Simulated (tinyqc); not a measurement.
Changing the impurity potential U: deep trap from a strong local potential in a two-band host (Koster-Slater model with semi-elliptic bands). Computed by tinyqc, a small Python program. Command: `OMP_NUM_THREADS=1 python tinyqc.py 3025115 3025116 out.jsonl deeptrap sweep`. One thread of a shared host (Intel(R) Xeon(R) Processor @ 2.30GHz), about 0.01 s of CPU time with the checks.

The valence band spans -2 W_v to 0 and the conduction band E_g to E_g + 2 W_c. The orbital at the impurity site has weight f_v in the valence band and 1 - f_v in the conduction band, each spread as a semi-ellipse (2/(pi W^2)) sqrt(W^2 - x^2) about the band centre. The impurity adds U to this orbital. Spin is left out.

Inputs (values chosen for the exercise, with a gap close to that of ZnSe):

| quantity | value | unit |
|---|---|---|
| gap E_g | 2.68 | eV |
| half-width of the valence band W_v | 2.3 | eV |
| half-width of the conduction band W_c | 4.7 | eV |
| valence weight f_v of the site orbital | 0.42 | - |

Impurity: attractive, donor-like.

Method. In the gap G(E) = f_v (2/W_v^2)[x - sqrt(x^2 - W_v^2)] - (1 - f_v)(2/W_c^2)[y - sqrt(y^2 - W_c^2)], x = E + W_v, y = E_g + W_c - E. The trap level solves G(E) = 1/U (bisection). With D = -dG/dE = D_v + D_c, D_v = f_v (2/W_v^2)[x/sqrt(x^2 - W_v^2) - 1] and D_c = (1 - f_v)(2/W_c^2)[y/sqrt(y^2 - W_c^2) - 1], the weight on the impurity orbital is 1/(U^2 D) and the conduction-band character is D_c/D.

One run for each value:

| impurity potential U (eV) | trap level E_t (eV) | weight on the impurity orbital | conduction-band character |
|---|---|---|---|
| -120.0 | 1.6084 | 0.000919 | 0.50236 |
| -78.0 | 1.6676 | 0.002164 | 0.52499 |
| -51.0 | 1.7564 | 0.004986 | 0.55926 |
| -33.0 | 1.8925 | 0.011428 | 0.61259 |
| -21.0 | 2.0972 | 0.025190 | 0.69430 |
| -9.1 | 2.5821 | 0.052509 | 0.90769 |

Give the missing row, impurity potential U (eV) = -14.0.

Computed row:
```
impurity potential U (eV)  trap level E_t (eV)  weight on the impurity orbital  conduction-band character
-14.0                                   2.3333                        0.044069                    0.79158
```

Interpolating between the two neighbouring rows (linearly) misses most in weight on the impurity orbital, by 6.4 %. Over the rows, trap level E_t (eV) rises from 1.61 to 2.58; weight on the impurity orbital rises from 9.19e-4 to 0.0525; conduction-band character rises from 0.502 to 0.908.  Left out: -5.90, -3.80, -2.50 (the potential is below the binding threshold).
